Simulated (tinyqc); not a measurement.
Miniband width against barrier thickness: short-period [001] superlattice in sp3s* tight binding.

Planes alternate anion, cation along [001], a/4 apart; at zero in-plane momentum s, pz, s* form one block. All levels of A are shifted so that its Ev (lower root of [[Epa, Vxx], [Vxx, Epc]]) is 0, and those of B so that its Ev is -dEv. A monolayer is an anion plane and the cation plane above it; an anion between unlike cations takes the mean of the two anion levels; each bond takes the couplings of its cation. Block from an anion to the cation above: U with Vss/2 (s,s), Vsapc/2 (s,z), -Vscpa/2 (z,s), Vxx/2 (z,z), Vxapc/2 (s*,z), -Vpaxc/2 (z,s*); to the cation below: the same with the s-z and s*-z signs reversed. The cell of n + m monolayers is closed with the phase exp(2 pi i q). No spin-orbit coupling. In this block 2 (n + m) levels are filled.

For the two lowest empty levels at q = 0: energy, share of the cation weight on A, and Gamma character, the share of the cation amplitudes with Fourier index |j|/(n + m) < 1/4 along the stack (near 1: Gamma-like, near 0: folded from X).

Inputs chosen for the exercise (A near a published set for GaAs, B for AlAs; not measured data): pA = (-8.325, 1.039, -2.662, 3.679, 8.588, 6.724, -6.459, 1.958, 5.089, 4.482, 5.781, 4.839, 4.812) eV (order Esa, Epa, Esc, Epc, Exa, Exc, Vss, Vxx, Vxy, Vsapc, Vscpa, Vxapc, Vpaxc); pB = (-7.519, 0.982, -1.166, 3.587, 7.471, 6.732, -6.654, 1.881, 4.297, 5.099, 5.484, 4.523, 4.982) eV (the same for B); dEv = 0.49 eV (valence offset: Ev(B) lies this far below Ev(A)); nw = 18 (monolayers of A); a = 5.651 angstrom (lattice constant, taken common; strain is left out).

nw monolayers of A and m of B; lowest empty level at q = 0 and q = 1/2. The decay constant is ln(width(4)/width(6)) over two monolayers, each a/2 thick.

Lowest miniband:

| m | E(q = 0) (eV) | E(q = 1/2) (eV) | width (meV) | Gamma character |
|---|---|---|---|---|
| 1 | 1.5931 | 1.6575 | 64.451 | 0.99 |
| 2 | 1.6108 | 1.6482 | 37.382 | 1.00 |
| 3 | 1.6198 | 1.6417 | 21.972 | 1.00 |
| 4 | 1.6247 | 1.6377 | 13.062 | 1.00 |
| 5 | 1.6275 | 1.6352 | 7.637 | 1.00 |
| 6 | 1.6291 | 1.6337 | 4.549 | 1.00 |
| 8 | 1.6306 | 1.6322 | 1.579 | 1.00 |

decay constant = 0.1867 1/angstrom

What does the comparison show, and why?

The width falls from 64.5 to 1.58 meV, as exp(-kappa d) with kappa = 0.187 1/angstrom, which stands for the decay constant of the barrier at this energy: each monolayer costs a factor 1.69. The level at q = 0 rises by 38 meV towards that of a single well.

Run: tinyqc, `OMP_NUM_THREADS=1 python tinyqc.py 1481824 1481825 out.jsonl`; Intel(R) Xeon(R) Processor @ 2.30GHz, one thread, shared host; about 0.5 s of CPU time with all checks.
